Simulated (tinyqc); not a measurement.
The coupled modes against doping: free-carrier optics of a doped semiconductor (Drude model with one polar phonon).

eps(E) = ei [1 - Ep^2/(E^2 + i E Gam)] + (es - ei) wT^2/(wT^2 - E^2 - i E gT), with Ep^2 = 8 pi c (e^2/(4 pi eps0)) N/(m ei), c = hbar^2/2m0, N in 1/angstrom^3 (1e-24 per 1/cm^3); Gam = hbar/tau, tau = mu m m0/e with m0/e = 5.685630e-12 kg/C and mu in m^2/(V s). Energies in meV.

Constants: hbar^2/2m0 = 3.80998211 eV angstrom^2; e^2/(4 pi eps0) = 14.39964547 eV angstrom.

Values chosen for the exercise (mass and dielectric values near those of GaP; N and mu are free inputs; interband absorption and the rise of the mass with filling are left out; not measured data):
- m = 0.371 m0 (conductivity mass)
- ei = 9.11 (high-frequency dielectric constant)
- wT = 44.7 meV (TO phonon)
- es = 11.17 (static dielectric constant)

L-, L+ solve E^4 - (wL^2 + Ep^2) E^2 + Ep^2 wT^2 = 0, wL = wT sqrt(es/ei); damping left out; energies in meV.

Modes:

| N (1/cm^3) | Ep | L- | L+ | Ep sqrt(ei/es) |
|---|---|---|---|---|
| 2.0e+17 | 9.03 | 8.13 | 49.65 | 8.16 |
| 6.0e+17 | 15.65 | 13.99 | 49.99 | 14.13 |
| 2.0e+18 | 28.56 | 24.80 | 51.49 | 25.80 |
| 4.0e+18 | 40.40 | 33.01 | 54.70 | 36.48 |
| 6.0e+18 | 49.48 | 37.38 | 59.16 | 44.68 |
| 1.0e+19 | 63.87 | 41.00 | 69.63 | 57.68 |
| 6.0e+19 | 156.45 | 44.26 | 158.02 | 141.29 |
| 2.0e+20 | 285.64 | 44.57 | 286.45 | 257.96 |

Give the missing row, N (1/cm^3) = 2.0e+19.

Computed row:
```
N (1/cm^3)     Ep     L-     L+  Ep sqrt(ei/es)
2.0e+19     90.33  43.18  93.51           81.58
```

wL = 49.50 meV

At low density L- follows Ep sqrt(ei/es) (8.13 against 8.16), a plasmon screened by the lattice, and L+ starts at wL. At the highest density L- has come within 0.13 meV of wT, since the carriers screen the field that lifts wL, and L+ is within 0.81 meV of Ep. The branches are closest, 21.69 meV, at 4e+18 1/cm^3 of those listed. The mass is held fixed, while in a real band it rises with filling.

(tinyqc, `OMP_NUM_THREADS=1 python tinyqc.py 1680393 1680394 out.jsonl`, Intel(R) Xeon(R) Processor @ 2.30GHz, 1 thread, shared host, about 0.01 s.)
